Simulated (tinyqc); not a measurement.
What each parameter does: delta-doped layer in the Thomas-Fermi potential.

All donors ionised in the plane z = 0, zero temperature, energies from the Fermi level EF of the Thomas-Fermi model, which lies at the bulk band edge; c = hbar^2/2m0, q = e^2/(4 pi eps0). Layer in a (001) plane: two valleys with m_z = ml, m_d = mt (unprimed) and four with m_z = mt, m_d = sqrt(ml mt) (primed); m3 = (ml mt^2)^(1/3), gv = 6. With n = (gv/3 pi^2)(m3 (-V)/c)^(3/2) and V'' = -(4 pi q/eps) n for z > 0, the solution is V = -b/(|z| + z0)^4 with sqrt(b) = 20/K, K = (4 pi q/eps)(gv/3 pi^2)(m3/c)^(3/2), and z0^5 = 4b/(e F0), e F0 = 2 pi q N/eps; 1e13/cm^2 = 1e-3/angstrom^2. Exchange and correlation are left out.

Subbands solve -(c/m_z) psi'' + V psi = E psi on 1280 points of spacing z0/80; up to ten levels for each group, kept if bound with an rms width below 2.5 z0.

Constants: hbar^2/2m0 = 3.80998211 eV angstrom^2; e^2/(4 pi eps0) = 14.39964547 eV angstrom.

Inputs chosen for the exercise (near those of a delta-doped layer in Si; the results hold for these values, not for the real material):

| symbol | value | unit | meaning |
|---|---|---|---|
| ml | 0.925 | m0 | longitudinal mass |
| mt | 0.194 | m0 | transverse mass |
| eps | 11.5 |  | dielectric constant |
| N | 1.5 | x 1e13/cm^2 | donor sheet density |

z0, depth, lowest level and its rms width.

Results for these values:

| case | z0 (angstrom) | depth (eV) | lowest (eV) | rms z (angstrom) |
|---|---|---|---|---|
| base | 29.19 | 0.0861 | -0.0313 | 10.57 |

What happens to each result for mt = 0.165 m0, all else kept?

Answer: z0 rises from 29.19 to 31.14; depth rises from 0.0861 to 0.0919; lowest falls from -0.0313 to -0.0356; rms z falls from 10.57 to 10.17.

The same for each parameter in turn:

| case | z0 (angstrom) | depth (eV) | lowest (eV) | rms z (angstrom) |
|---|---|---|---|---|
| base | 29.19 | 0.0861 | -0.0313 | 10.57 |
| N = 0.9 x 1e13/cm^2 | 32.33 | 0.0572 | -0.0194 | 13.09 |
| eps = 10.3 | 27.32 | 0.0900 | -0.0317 | 10.38 |
| ml = 1.064 m0 | 28.38 | 0.0837 | -0.0310 | 9.98 |
| mt = 0.165 m0 | 31.14 | 0.0919 | -0.0356 | 10.17 |

Computed by tinyqc, a small Python program: `OMP_NUM_THREADS=1 python tinyqc.py 1281863 1281864 out.jsonl` (the numbers bound the seed that draws the inputs); one thread of a shared host (Intel(R) Xeon(R) Processor @ 2.30GHz), about 0.3 s for the whole set of steps.
